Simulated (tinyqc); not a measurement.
Lossy on-chip transmission line with skin effect: one step of the calculation.

A uniform line in a homogeneous dielectric: c = sqrt(er)/(c0 Z0), l = Z0 sqrt(er)/c0 (c0 = 299792458 m/s), g = w c td, w = 2 pi f. The resistance joins its limits as r = sqrt(r_dc^2 + r_hf^2), with r_dc = rho/(wd th), r_hf = kr rho/(2 delta (wd + th)), delta = sqrt(rho/(pi f mu0)), mu0 = 4 pi 1e-7 H/m; this is an interpolation, and internal inductance, up to 0.05 nH/mm at low frequency, is neglected.

Task. Line constants. delta, r_dc, r_hf, r, l, c and g as defined.

Inputs (values chosen for the exercise): width of the strip wd = 1.4 um; thickness of the strip th = 1.4 um; resistivity rho = 2.9 uohm cm; relative permittivity er = 2.7; loss tangent td = 0.005; lossless impedance sqrt(l/c) Z0 = 60 ohm; factor for crowding and the return path kr = 1.5; frequency f = 0.79 GHz.

Give: delta; r_dc; r_hf; r; l; c; g.

Result.

delta = 3.049 um
r_dc = 14.80 ohm/mm
r_hf = 2.547 ohm/mm
r = 15.01 ohm/mm
l = 0.3289 nH/mm
c = 91.35 pF/m
g = 0.002267 S/m

r is 1.01 times r_dc; the skin depth is 2.18 of the thickness.

Program tinyqc, `OMP_NUM_THREADS=1 python tinyqc.py 2810101 2810102 out.jsonl`; Intel Xeon 2.30GHz, shared host, one thread, about 0.01 s.
